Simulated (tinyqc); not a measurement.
## Fully depleted semiconductor-on-insulator film with two gates, non-linear Poisson equation by Newton steps: charge against front-gate voltage

One dimension across the film, front interface at x = 0, back interface at x = ts. psi is counted from the intrinsic level, n = ni exp(psi/Vt) (source grounded), holes neglected, acceptors ionised. Gates act through Cox = eps0 eox/tox and Cbox = 3.9 eps0/tb with potentials G1 = Vg - (phiM - chi - Vt ln(Nc/ni)) and G2 = Vb - (phiB - chi - Vt ln(Nc/ni)). Classical Boltzmann densities, no interface charge, no depletion in the back plane.

ni = sqrt(Nc Nv) exp(-Eg/(2 Vt)), Eg in volts. The Poisson equation eps0 eps_r d2psi/dx2 = q (n + Na), with -eps0 eps_r dpsi/dx = Cox (G1 - psi) at x = 0 and eps0 eps_r dpsi/dx = Cbox (G2 - psi) at x = ts, is solved on 300 equal intervals with half boxes at both ends; N_inv is the trapezoid sum of n. Swing = ln 10/(d ln N_inv/dVg); the last column is (dN_inv/dVb)/(dN_inv/dVg).

Inputs (values chosen for the exercise); band and dielectric values those of a made-up semiconductor:
```
symbol,value,unit,meaning
T,400,K,temperature
Eg,0.685,eV,band gap
eps_r,15,,relative permittivity
Nc,3.94e17,cm^-3,conduction-band density of states at T
Nv,1.27e19,cm^-3,valence-band density of states at T
chi,4.19,eV,electron affinity
eox,3.9,,relative permittivity of the gate insulator (close to silicon dioxide)
tox,1.3,nm,insulator thickness
ts,5.3,nm,film thickness
tb,48,nm,buried-oxide thickness (eps_r 3.9)
Na,1e15,cm^-3,acceptor density of the film
phiM,4.62,eV,work function of the front gate
phiB,4.83,eV,work function of the back plane
Vb,0.2,V,back-gate voltage
```

Constants: q = 1.602176634e-19 C, kB = 1.380649e-23 J/K, Vt = kB T/q, eps0 = 8.8541878128e-14 F/cm where lengths are in cm. Results are converted to the units shown.

Result of one run:
columns A: Vg (V); B: psi front (V); C: psi back (V); D: N_inv (cm^-2); E: centroid/ts; F: swing (mV/decade); G: q dN_inv/dVg over Cox; H: back/front leverage
```
A         B      C        D      E    F      G       H
0.48  0.304  0.283  2.79e11  0.450  132  0.293  0.0389
```

What becomes of these results when the front-gate voltage Vg is changed from 0.48 to 1.08 V, all else the same?

Result of the changed run:
columns A: Vg (V); B: psi front (V); C: psi back (V); D: N_inv (cm^-2); E: centroid/ts; F: swing (mV/decade); G: q dN_inv/dVg over Cox; H: back/front leverage
```
A         B      C        D      E       F      G       H
1.08  0.475  0.354  7.36e12  0.225  1.17e3  0.872  0.0301
```

The whole series:
columns A: Vg (V); B: psi front (V); C: psi back (V); D: N_inv (cm^-2); E: centroid/ts; F: swing (mV/decade); G: q dN_inv/dVg over Cox; H: back/front leverage
```
A          B       C        D      E       F        G       H
0.03  -0.118  -0.120   1.82e6  0.497    82.6  3.06e-6  0.0408
0.18  0.0277  0.0225   1.19e8  0.487    82.6  2.00e-4  0.0405
0.33   0.173   0.164   7.67e9  0.477    84.0   0.0127  0.0402
0.48   0.304   0.283  2.79e11  0.450     132    0.293  0.0389
0.63   0.380   0.330  1.49e12  0.378     329    0.629  0.0354
0.78   0.423   0.344  3.24e12  0.311     589    0.764  0.0327
0.93   0.453   0.351  5.24e12  0.261     874    0.832  0.0311
1.08   0.475   0.354  7.36e12  0.225  1.17e3    0.872  0.0301
1.23   0.492   0.356  9.56e12  0.198  1.48e3    0.897  0.0295
```

N_inv passes 1e11 cm^-2 at Vg = 0.429 V. The swing starts at 82.6 mV a decade, against (1 + k) Vt ln 10 = 81.5 for a front channel with k = Cs Cbox/(Cox (Cs + Cbox)) = 0.0263, Cs = eps0 eps_r/ts; above threshold this column is no longer a subthreshold swing. The centroid falls from 0.497 to 0.198 of ts and the leverage of the back gate falls from 0.0408 to 0.0295. For Vg = 0.48, 0.63, 0.78, 0.93, 1.08, 1.23 the density at an interface exceeds 0.3 Nc, where Boltzmann statistics fail. In every row the classical centroid lies within 3 nm of an interface, where confinement, left out, would push it away.

Range of the model: In so thin a film or at such density quantum confinement moves the charge away from the interfaces and raises the threshold.

Program tinyqc, `OMP_NUM_THREADS=1 python tinyqc.py 2190127 2190128 out.jsonl`; Intel Xeon 2.30GHz, shared host, one thread, about 0.3 s.
